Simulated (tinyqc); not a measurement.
Interdiffusion in a binary couple: Darken equations, Kirkendall shift and Boltzmann-Matano analysis. Changing the regular-solution parameter W. Computed by tinyqc, a small Python program. Command: `OMP_NUM_THREADS=1 python tinyqc.py 3006821 3006822 out.jsonl darken sweep`. One thread of a shared host (Intel(R) Xeon(R) Processor @ 2.30GHz), about 0.1 s of CPU time with the checks.

x is the mole fraction of B; the molar volume is constant, and the two halves are long enough to count as infinite.

Inputs (values chosen for the exercise, for a model alloy A-B): tracer diffusivity D*_A(0) = 2e-16 m^2/s; tracer diffusivity D*_B(0) = 3.8e-17 m^2/s; slope k of ln D* with x = 0.03; temperature T = 1310 K; left composition x_L = 0.13; right composition x_R = 0.62; time t = 13000 s; composition x for the local step = 0.32.

Vacancy-wind correction: none.

Constants: k_B = 8.617333262e-05 eV/K.

Method:
- D*_i(x) = D*_i(0) exp(k x); thermodynamic factor Phi = 1 - 2 W x (1 - x)/(k_B T); intrinsic D_i = D*_i Phi; interdiffusion D~ = x D_A + (1 - x) D_B.
- With lambda = z/sqrt(t), the profile solves d/dlambda (D~ dx/dlambda) + (lambda/2) dx/dlambda = 0 with x = x_L and x_R far to the left and right; z = 0 is the original interface. It is solved as a boundary-value problem in y = lambda/sqrt(D~ at the mean composition) on -12 < y < 12 (collocation, tolerance 1e-8).
- Read from the profile: the position z(x), the area -int_(x_L)^x z dx and the slope.
- Lattice planes move with v = (D_B - D_A) dx/dz; markers from the original interface stay at one composition, where z_K = 2 t v.

One run for each value; columns: (1) regular-solution parameter W (eV); (2) thermodynamic factor Phi; (3) interdiffusion coefficient D~ at the local x (m^2/s); (4) marker position z_K (um); (5) slope dx/dz at the local x (1/um):
```
(1)       (2)         (3)       (4)      (5)
-0.25  1.9638  1.7813e-16  -0.74258  0.08863
-0.20  1.7710  1.6064e-16  -0.70511  0.09335
-0.15  1.5783  1.4316e-16  -0.66554  0.09891
-0.10  1.3855  1.2568e-16  -0.62346  0.10559
0.00   1.0000  9.0707e-17  -0.52939  0.12437
0.05   0.8072  7.3222e-17  -0.47546  0.13845
0.10   0.6145  5.5738e-17  -0.41465  0.15868
0.15   0.4217  3.8253e-17  -0.34345  0.19119
```

Give the missing row, regular-solution parameter W (eV) = -0.05.

Computed row; columns: (1) regular-solution parameter W (eV); (2) thermodynamic factor Phi; (3) interdiffusion coefficient D~ at the local x (m^2/s); (4) marker position z_K (um); (5) slope dx/dz at the local x (1/um):
```
(1)       (2)         (3)       (4)      (5)
-0.05  1.1928  1.0819e-16  -0.57834  0.11384
```

Interpolating between the two neighbouring rows (linearly) misses most in slope dx/dz at the local x (1/um), by 1.0 %. Over the rows, thermodynamic factor Phi falls from 1.96 to 0.422; interdiffusion coefficient D~ at the local x (m^2/s) falls from 1.78e-16 to 3.83e-17; marker position z_K (um) rises from -0.743 to -0.343. Phi is linear in W and would vanish at this composition for W = 0.259 eV, the spinodal. Left out: 0.200 (Phi falls below 0.15 or turns negative within the couple, near or inside the spinodal).
